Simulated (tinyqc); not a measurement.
# Worked calculation: threshold of a short bulk MOSFET: charge sharing, barrier lowering, narrow width

Numbers from tinyqc (`OMP_NUM_THREADS=1 python tinyqc.py 2002045 2002046 out.jsonl`; about 0.01 s on one thread of a shared Intel Xeon 2.30GHz). Printed values are rounded.

n-channel device on a p-type body, depletion approximation, full ionisation. Uniform doping N = Na. Vbi from Boltzmann statistics is rough for the degenerate source. Cox = eps0 eox/tox.

Parameters, values chosen for the exercise; band and dielectric values close to those of silicon:
```
symbol,value,unit,meaning
T,300,K,temperature
Eg,1.13,eV,band gap
eps_r,11.8,,relative permittivity
Nc,2.76e19,cm^-3,conduction-band density of states at T
Nv,2.63e19,cm^-3,valence-band density of states at T
eox,3.9,,relative permittivity of the gate insulator (close to silicon dioxide)
tox,2.9,nm,insulator thickness
Na,2.1e17,cm^-3,channel doping
Nsd,1e20,cm^-3,source and drain doping
Vfb,-0.77,V,flat-band voltage for the doping Na
xj,81,nm,junction depth
Vbs,0,V,body-source voltage
Vds,1,V,drain-source voltage
W,2000,nm,gate width
xw,0.7854,,shape factor of the fringing depletion at the width edges
L,160,nm,channel length
```

Constants: q = 1.602176634e-19 C, kB = 1.380649e-23 J/K, Vt = kB T/q, eps0 = 8.8541878128e-14 F/cm where lengths are in cm. Results are converted to the units shown.

## Long-channel threshold and scales

ni = sqrt(Nc Nv) exp(-Eg/(2 Vt)), Eg in volts; 2 pB = 2 Vt ln(N/ni); flat band Vfb - Vt ln(N/Na); Wd = sqrt(2 eps0 eps_r (2 pB - Vbs)/(q N)); body term q N Wd/Cox; long-channel VT0 = flat band + 2 pB + body term; Vbi = Vt ln(N Nsd/ni^2); scale length l = sqrt((eps_r/eox) tox Wd).

N = 2.1e17 cm^-3
2 pB = 0.879011 V
flat band = -0.77 V
Wd = 73.8861 nm
body term = 0.208774 V
VT0 = 0.317786 V
Vbi = 1.03841 V
l = 25.4618 nm

## Short-channel and narrow-width shifts

Charge sharing (trapezoid; it ignores Vds): F = (xj/L)(sqrt(1 + 2 Wd/xj) - 1), lowering = body term times F. Barrier lowering: th = exp(-L/(2 l)) + 2 exp(-L/l), lowering = th [2 (Vbi - 2 pB) + Vds], DIBL = th. Narrow width: rise = body term times xw Wd/W. VT by each model = VT0 - lowering + rise.

F = 0.344543
lowering by charge sharing = 71.9318 mV
th = 0.0469301
lowering of the barrier = 61.8913 mV
DIBL = 46.9301 mV/V
narrow-width rise = 6.05760 mV
VT, charge sharing = 0.251911 V
VT, barrier lowering = 0.261952 V

L is 6.28 scale lengths. The charge-sharing lowering is 16 % above the barrier lowering; the first falls off as 1/L and the second exponentially. Both describe the same loss of gate control, so they are alternatives and are not added.
